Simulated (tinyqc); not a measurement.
Spin coating of a resist or spin-on film: centrifugal thinning, evaporation and the final thickness (Emslie and Meyerhofer models): one step, computed by the program tinyqc.

A Newtonian film stays uniform over the wafer; solvent and solids have the same density and the concentration is uniform through the thickness.

Problem. Thinning without evaporation. dh/dt = -K h^3 gives h = h0/sqrt(1 + 2 K h0^2 t); for long times h = 1/sqrt(2 K t).

Inputs (values chosen for the exercise, of the order of those of a polymer resist in an ester solvent): starting thickness h0 = 600 micrometre; time t = 1.9 s.

flow constant K = 0.01539962 1/(micrometre^2 s)

Give: h(t) without evaporation; long-time form; time 1/(2 K h0^2).

Solution.

h(t) without evaporation = 4.1337 micrometre

long-time form = 4.1338 micrometre

time 1/(2 K h0^2) = 9.0190e-05 s

The long-time form is within 0.0024 %: the starting thickness is forgotten. Caution: above a Reynolds number of about 3e5 the air flow near the rim turns turbulent, and evaporation is no longer uniform.
